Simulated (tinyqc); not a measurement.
Trap in a gate oxide as a short-range spherical well: one step. The bound level. Two cases, with inputs chosen for the exercise.

Task: Solve for Et; the share outside is [sin^2(kR)/(2 kappa)]/[sin^2(kR)/(2 kappa) + R/2 - sin(2kR)/(4k)].

A spherical well of radius R and depth V0 below the conduction edge, one mass m, c = hbar^2/2m0. The s level at binding Et solves k cot(k R) = -kappa with k = sqrt(m (V0 - Et)/c), kappa = sqrt(m Et/c); it exists for V0 > Vc = c (pi/2R)^2/m. Outside, psi falls as exp(-kappa r)/r.

Constants: hbar^2/2m0 = 3.80998211 eV angstrom^2.

Case 1.

Values chosen (out of a larger set: near those of HfO2 on Si; not measured data): R = 2.9 angstrom (radius of the well); V0 = 10.18 eV (depth of the well); m = 0.201 m0 (mass).

Case 2.

Values chosen (out of a larger set: near those of HfO2 on Si; not measured data): R = 4.5 angstrom (radius of the well); V0 = 4.93 eV (depth of the well); m = 0.204 m0 (mass).

Give: Et; k; kappa; share outside; Vc.

Result:

Case 1.

Et = 1.4907 eV
k = 0.6771 1/angstrom
kappa = 0.2804 1/angstrom
share outside = 0.471
Vc = 5.561 eV

The well is 1.83 times the critical depth. Since dEt/dV0 equals the share inside, 0.53, a 1 % change of V0 moves Et by 3.6 %. The decay length is 3.6 angstrom, 1.2 times R.

Case 2.

Et = 1.0512 eV
k = 0.4557 1/angstrom
kappa = 0.2372 1/angstrom
share outside = 0.381
Vc = 2.276 eV

The well is 2.17 times the critical depth. Since dEt/dV0 equals the share inside, 0.62, a 1 % change of V0 moves Et by 2.9 %. The decay length is 4.2 angstrom, 0.9 times R.

Computed by tinyqc, one run a case: `OMP_NUM_THREADS=1 python tinyqc.py N N+1 out.jsonl` with N = 1250340, 1250359; one thread of a shared Intel(R) Xeon(R) Processor @ 2.30GHz, about 0.01 s a run at most.
